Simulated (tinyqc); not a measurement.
Inside a calculation: heavy doping: gap narrowing, degeneracy and the minority density. Values are carried at full precision from step to step, so a last printed digit may differ when a step is redone from the rounded ones.

Empirical narrowing (Slotboom form, constants chosen for the exercise; published fits of this form give the apparent narrowing, here it is taken as the true one): dEg = E0 [ln(N/N0) + sqrt(ln(N/N0)^2 + C)].

Constants: kB = 8.617333262e-05 eV/K; e^2/(4 pi eps0) = 14.39964547 eV angstrom.

Parameters, chosen for this exercise (gap and densities of states near those of Si at this temperature; narrowing constants near the fits for Si; the results hold for these values, not for the real material): N = 5.4e+18 1/cm^3 (ionised acceptors, equal to the majority density); E0 = 6.13 meV (narrowing scale); N0 = 1.4e+17 1/cm^3 (onset density); C = 0.5 (smoothing constant); Nv = 1.12e+19 1/cm^3 (valence-band density of states); Eg = 1.138 eV (gap); Nc = 2.78e+19 1/cm^3 (conduction-band density of states); T = 300 K; eps = 11.3 (dielectric constant); Mv = 1 (majority valleys).

## Gap narrowing

Evaluate at N.

ln(N/N0) = 3.6525
dEg (empirical fit) = 45.20 meV

Well above N0 each decade of doping adds 2 E0 ln 10 = 28.2 meV.

## Degeneracy of the majority band

F_j(eta) = (1/Gamma(j + 1)) integral_0^infinity x^j dx/(1 + exp(x - eta)), which tends to exp(eta) for eta << 0.

Majority: N = Nv F_1/2(eta), eta the distance of EF beyond the majority band edge in kT. Degeneracy factor gam = F_1/2(eta)/exp(eta). ni0^2 = Nc Nv exp(-Eg/kT); product n p = ni0^2 gam exp(dEg/kT), dEg the true narrowing; apparent narrowing dEa = dEg + kT ln gam; minority density = n p/N.

Solve for eta and form gam.

N/Nv = 0.4821
eta = -0.5602
gam = 0.8442

## Product and minority density

Combine both effects.

ni0 = 4.87e+09 1/cm^3
exp(dEg/kT) = 5.74
dEa = 40.8 meV
sqrt(n p) = 1.07e+10 1/cm^3
minority density = 21.3 1/cm^3

Narrowing multiplies the product by 5.74 and degeneracy by 0.844; together they change the minority density by a factor 4.85 against ni0^2/N.

## Two estimates of the size

Two physical estimates, e2 = e^2/(4 pi eps0), N in 1/angstrom^3: exchange shift at the Fermi level, Ex = (e2/eps) kF/pi with kF = (3 pi^2 N/Mv)^(1/3); screened-pair energy (Lanyon-Tuft), Es = (3/4)(e2/eps) qs with qs^2 = (4 pi e2 N/(eps kT)) F_-1/2(eta)/F_1/2(eta).

Evaluate both at N.

kF = 0.05428 1/angstrom
Ex = 22.02 meV
Es = 51.14 meV

Against the fitted dEg = 45.2 meV, Ex is 0.49 and Es 1.13 times as large; each keeps one mechanism only, and Ex assumes a strongly degenerate gas, while here eta is only -0.56.

## Checks

- Minority density against the Boltzmann occupation of the other band at the narrowed gap (1/cm^3): both 21.33.

Program tinyqc; command `OMP_NUM_THREADS=1 python tinyqc.py 1652730 1652731 out.jsonl`; about 0.01 s on one thread of a shared Intel(R) Xeon(R) Processor @ 2.30GHz.
